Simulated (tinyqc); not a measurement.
Atomic layer deposition: Langmuir saturation, growth per cycle and coating of deep features: one step, computed by the program tinyqc.

Precursor A sticks only on free sites, so a long enough pulse saturates; co-reactant B then frees the sites again.

Task: The first four cycles. One cycle from coverage th0: pulse A gives th1 = th_s + (th0 - th_s) exp(-(k_a + k_d) t), th_s = k_a/(k_a + k_d); the purge leaves th2 = th1 exp(-k_d t_p); pulse B converts c_B th2 into film and leaves th3 = (1 - c_B) th2. Growth = G c_B th2. Start from th0 = 0.

Inputs (values chosen for the exercise, modelled on titanium nitride from the chloride and ammonia):
```
quantity                              value      unit
growth per cycle at saturation G       0.32  angstrom
temperature T                           350         C
pulse time t                           0.51         s
co-reactant completion per pulse c_B    0.9         -
purge time t_p                          2.8         s
```

k_a = 1.542324 1/s

k_d = 3.821235e-04 1/s

Give: Cycles.

Result:

Cycles:
```
cycle      th0     th1     th2      th3  growth (angstrom)
1      0.00000  0.5446  0.5440  0.05440             0.1567
2      0.05440  0.5693  0.5687  0.05687             0.1638
3      0.05687  0.5705  0.5698  0.05698             0.1641
4      0.05698  0.5705  0.5699  0.05699             0.1641
```
